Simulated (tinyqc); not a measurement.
# Free and trapped electrons in a MOS channel with a dense trap tail: effect of the temperature

p-type body, charge-sheet picture, full ionisation (an idealisation for deep acceptors), Boltzmann statistics for free electrons. e = Ec - EF at the surface. Acceptor-like traps of density D(E) = D0 + De exp(-E/Ew) at depth E below Ec, from 0 to Eu, hold n_t = integral of D(E)/(1 + exp((e - E)/Vt)). psi = Eg - Vt ln(Nv/Na) - e; N_dep = sqrt(2 eps0 eps_r Na (psi - Vt)/q); n_f = sqrt(N_dep^2 + 2 eps0 eps_r Vt Nc exp(-e/Vt)/q) - N_dep; Vg = Vfb + psi + q (N_dep + n_t + n_f)/Cox, Cox = eps0 eox/tox.

Nc and Nv are given at 300 K and scale as (T/300 K)^1.5; Eg, Vfb and mf are held fixed. VT is the Vg for n_f = 1e11 cm^-2; swing ln 10 n_f/(dn_f/dVg) at n_f = 1e8 cm^-2; the last three columns are for Vg = VT + 5.4 V, with free share n_f/(n_f + n_t) and field-effect mobility mf q (dn_f/dVg)/Cox; there EF is near the band edge, where Boltzmann statistics are rough.

Parameters, values chosen for the exercise; band and dielectric values close to those of 4H silicon carbide: band gap Eg = 3.3 eV; relative permittivity eps_r = 9.76; conduction-band density of states at the reference temperature Nc = 1.71e19 cm^-3; valence-band density of states at the reference temperature Nv = 2.47e19 cm^-3; relative permittivity of the insulator eox = 3.9; insulator thickness tox = 67 nm; acceptor density Na = 2e16 cm^-3; flat-band voltage without trapped charge Vfb = -2.11 V; constant background density of acceptor-like traps D0 = 2.4e10 cm^-2 eV^-1; density of the tail at the conduction edge De = 6e12 cm^-2 eV^-1; decay energy of the tail Ew = 0.12 eV; depth below Ec down to which the traps reach Eu = 0.82 eV; mobility of free electrons mf = 140 cm^2/(V s).

Constants: q = 1.602176634e-19 C, kB = 1.380649e-23 J/K, Vt = kB T/q, eps0 = 8.8541878128e-14 F/cm where lengths are in cm. Results are converted to the units shown.

Effect of the temperature:

| T (K) | e at VT (eV) | VT (V) | q n_t/Cox at VT (V) | swing (mV/decade) | n_f (cm^-2) | free share (%) | field-effect mobility (cm^2/(V s)) |
|---|---|---|---|---|---|---|---|
| 200 | 0.03955 | 5.589 | 1.685 | 262.5 | 1.639e12 | 69.65 | 136.3 |
| 250 | 0.06166 | 5.261 | 1.439 | 242.2 | 1.578e12 | 69.63 | 133.8 |
| 300 | 0.08604 | 4.945 | 1.211 | 220.9 | 1.533e12 | 70.09 | 131.0 |
| 350 | 0.1123 | 4.649 | 1.008 | 203.9 | 1.503e12 | 71.02 | 128.4 |
| 400 | 0.1403 | 4.377 | 0.8325 | 193.2 | 1.484e12 | 72.31 | 126.3 |
| 450 | 0.1697 | 4.127 | 0.6830 | 188.7 | 1.476e12 | 73.85 | 124.7 |
| 500 | 0.2005 | 3.898 | 0.5576 | 189.9 | 1.474e12 | 75.56 | 123.5 |
| 550 | 0.2324 | 3.688 | 0.4537 | 195.7 | 1.477e12 | 77.34 | 122.8 |

What does the comparison show?

As T goes from 200 to 550, VT falls from 5.59 to 3.69 V, its part due to traps falls from 1.69 to 0.454 V, the swing goes from 263 through a minimum of 189 (at T = 450 among the rows listed) to 196 mV/decade and the field-effect mobility falls from 136 to 123 cm^2/(V s). On heating the same n_f is reached with EF deeper in the gap, where fewer tail states are filled.

Computed by the program tinyqc: `OMP_NUM_THREADS=1 python tinyqc.py 2222224 2222225 out.jsonl`, one thread of a shared Intel Xeon 2.30GHz, about 0.02 s for the whole run.
